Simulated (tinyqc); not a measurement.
# Zener tunnelling in a reverse-biased junction, two-band WKB: two studies

Abrupt p-n junction, depletion approximation. Energies E are counted from the conduction-band edge of the neutral n side; its Fermi level lies at dn, that of the p side at dn - V, and the valence-band edge of the neutral p side at Em = dn + dp - V. Tunnelling needs 0 < E < Em. Two-band dispersion with equal masses m: inside the gap kappa = sqrt(m u (1 - u/Eg)/C), u the distance from a band edge, C = hbar^2/(2 m0).

Parameters, values chosen for the exercise; band and dielectric values those of a made-up semiconductor: temperature T = 300 K; band gap Eg = 0.896 eV; relative permittivity eps_r = 12.5; conduction-band density of states at 300 K Nc = 2.59e17 cm^-3; valence-band density of states at 300 K Nv = 9.92e18 cm^-3; band-edge mass of the two-band model m = 0.055 m0; acceptor density Na = 5.6e18 cm^-3; donor density Nd = 1.9e18 cm^-3; bias of the p side V = -1.3 V.

Constants: q = 1.602176634e-19 C, kB = 1.380649e-23 J/K, hbar = 1.054571817e-34 J s, h = 6.62607015e-34 J s, m0 = 9.1093837015e-31 kg, Vt = kB T/q, eps0 = 8.8541878128e-14 F/cm where lengths are in cm, hbar^2/(2 m0) = 0.0380998212 eV nm^2. Results are converted to the units shown.

Each table varies one quantity; the others keep the values above.

## Exponent along the true band profile

Nd = Nc F12(dn/Vt), Na = Nv F12(dp/Vt), F12(x) = (2/sqrt(pi)) int_0^infinity sqrt(u)/(1 + exp(u - x)) du; dn = EF - Ec on the n side, dp = Ev - EF on the p side (negative outside the bands); Vbi = Eg + dn + dp. W = sqrt(2 eps0 eps_r (Vbi - V)(1/Na + 1/Nd)/q), mean field F = (Vbi - V)/W, peak field 2 F. In a uniform field F the exponent is S = pi sqrt(m/C) Eg^1.5/(4 F). Transverse energy Et = C kt^2/m raises it to S (1 + 4 Et/Eg), so T = exp(-S) exp(-Et/Eb) with Eb = Eg/(4 S). KJ = (2 q^2/h) m/(4 pi C) (times 1e14 for A/cm^2 per eV^2). Along the true parabolic profile the field at the point where the conduction edge stands at e = E + u is sqrt(2 q Nd e/(eps0 eps_r)) for e < a D and sqrt(2 q Na (D - e)/(eps0 eps_r)) above, D = Vbi - V, a = Na/(Na + Nd); S(E) = 2 int_0^Eg kappa(u) du/field.

Result of one run:
```
E (eV)   S(E)  S(E)/S of the mean field
1.165   9.175                    0.5571
```

What becomes of these results when the energy E is changed from 1.165 to 1.319 eV, all else the same?

Result of the changed run:
```
E (eV)   S(E)  S(E)/S of the mean field
1.319   10.02                    0.6086
```

The whole series:
```
E (eV)   S(E)  S(E)/S of the mean field
0.084   16.21                    0.9839
0.239   13.64                    0.8283
0.393   12.12                    0.7357
0.547   11.04                    0.6703
0.702   10.21                    0.6201
0.856   9.561                    0.5805
1.01    9.144                    0.5552
1.165   9.175                    0.5571
1.319   10.02                    0.6086
```

S(E) goes from 16.2 through a minimum of 9.14 (at E = 1.01 eV among the rows listed) to 10.0. The mean field gives S = 16.5 and the peak field 8.24; the smallest S(E) is 0.56 of the mean-field value, so the mean field understates the best transmission by a factor of 1520.

## Effect of the doping Nd

J = KJ exp(-S) Eb times the integral from 0 to Em of [f(E - dn) - f(E - dn + V)] [1 - exp(-min(E, Em - E)/Eb)] dE, f(x) = 1/(1 + exp(x/Vt)), with S and Eb from the mean field; J > 0 flows from p to n.

Result of one run:
```
Nd (cm^-3)  Vbi (V)  mean field (MV/cm)      S  J (A/cm^2)
1.1e18       0.9605              0.3879  20.64    -0.01337
```

What becomes of these results when the donor density Nd is changed from 1.1e18 to 3.4e18 cm^-3, all else the same?

Result of the changed run:
```
Nd (cm^-3)  Vbi (V)  mean field (MV/cm)      S  J (A/cm^2)
3.4e18        1.057              0.6008  13.32      -31.00
```

The whole series:
```
Nd (cm^-3)  Vbi (V)  mean field (MV/cm)      S  J (A/cm^2)
5.3e17       0.9230              0.2791  28.67   -3.098e-6
7.7e17       0.9406              0.3313  24.15   -3.379e-4
1.1e18       0.9605              0.3879  20.64    -0.01337
1.6e18       0.9858              0.4537  17.64     -0.3131
2.4e18        1.020              0.5311  15.07      -4.786
3.4e18        1.057              0.6008  13.32      -31.00
5e18          1.109              0.6786  11.79      -161.3
```

The mean field rises from 0.279 to 0.679 MV/cm, as Nd^(0.40), S falls from 28.7 to 11.8, and |J| rises from 3.10e-6 to 161 A/cm^2: 7.72 decades, of which exp(-S) accounts for 7.33.

Range of the model: Parabolic densities of states, no band tails and no gap narrowing, all of which matter at such doping.

Program tinyqc, `OMP_NUM_THREADS=1 python tinyqc.py 2620084 2620085 out.jsonl`; Intel Xeon 2.30GHz, shared host, one thread, about 0.01 s.
